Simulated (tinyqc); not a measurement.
Conductance of a narrow metal strip with scatterers (square lattice, Green functions), step by step. Values are carried at full precision from step to step, so a last printed digit may differ when a step is redone from the rounded ones.

A strip of W sites across with hard walls, site energy 0 and hopping -t. Mode n = 1 to W has profile chi_n(j) = sqrt(2/(W + 1)) sin(n j pi/(W + 1)) and energy en = -2t cos(n pi/(W + 1)); E = en - 2t cos(kn a). With z_n = exp(i kn a) (Im k > 0 for closed modes, |z| < 1) each lead gives the self-energy -t z_n in mode n. One column carries the site energies v, here a uniform barrier across the strip, as of a grain boundary. In the mode basis V_nm = sum_j chi_n(j) v_j chi_m(j), G = (E - en + 2 t z_n - V)^-1, and t_nm = 2t sqrt(sin(kn a) sin(km a)) G_nm in size for open modes. T = sum |t_nm|^2, conductance (2e^2/h) T.

Constants: e^2/h = 3.874045865e-05 S.

Parameters, chosen for this exercise (hopping and spacing of the size met in Cu or Al; the lattice is a model; not measured data):
- t = 1.83 eV (hopping)
- a = 2.57 angstrom (spacing)
- W = 5 (sites across)
- E = -1.09 eV (Fermi energy)
- v = (2, 2, 2, 2, 2) eV (site energies in the scattering column)

## Modes at the Fermi energy

For each n: en, cos(kn a) = (en - E)/(2t), z_n and the velocity 2 t a sin(kn a) (zero if closed).

Modes:
```
n  en (eV)  cos(k a)                  z  dE/dk (eV angstrom)
1  -3.1697  -0.56821  -0.56821+0.82288i               7.7402
2  -1.8300  -0.20219  -0.20219+0.97935i               9.2119
3   0.0000   0.29781   0.29781+0.95462i               8.9794
4   1.8300   0.79781   0.79781+0.60290i               5.6710
5   3.1697   1.16384            0.56842               0.0000
```

4 of 5 modes are open, so the clean strip has a resistance of 3227 ohm, whatever its length.

## The scatterer in the mode basis

Form V_nm.

V (eV), lower triangle:
```
        n=1     n=2     n=3     n=4     n=5
n=1  2.0000
n=2       0  2.0000
n=3       0       0  2.0000
n=4       0       0       0  2.0000
n=5       0       0       0       0  2.0000
```

A uniform column does not mix the modes.

## Green function and transmission

E - en + 2 t z_n = 2t (z_n - cos(kn a)). Invert, form |t_nm|^2 = (2t)^2 Im(z_n) Im(z_m) |G_nm|^2 and sum. The added resistance is 1/(2 (e^2/h) T) less the same for the clean strip.

G (1/eV):
```
                 n=1              n=2              n=3              n=4      n=5
n=1  -0.1530-0.2304i           0.0000           0.0000           0.0000   0.0000
n=2           0.0000  -0.1187-0.2127i           0.0000           0.0000   0.0000
n=3           0.0000           0.0000  -0.1234-0.2156i           0.0000   0.0000
n=4           0.0000           0.0000           0.0000  -0.2255-0.2488i   0.0000
n=5           0.0000           0.0000           0.0000           0.0000  -0.2393
```

|t_nm|^2, lower triangle:
```
        n=1     n=2     n=3     n=4  n=5
n=1  0.6940
n=2       0  0.7626
n=3       0       0  0.7532
n=4       0       0       0  0.5490
n=5       0       0       0       0    0
```

T = 2.7588
added resistance = 1452 ohm

Mode 4 passes least (0.549) and mode 2 most (0.763); 0.0 % of the transmitted flux changes mode.

## Checks

- Transmitted plus reflected flux against the number of open modes: both 4.00000.

Computed by tinyqc, a small Python program: `OMP_NUM_THREADS=1 python tinyqc.py 1451871 1451872 out.jsonl` (the numbers bound the seed that draws the inputs); one thread of a shared host (Intel(R) Xeon(R) Processor @ 2.30GHz), about 0.01 s for the whole set of steps.
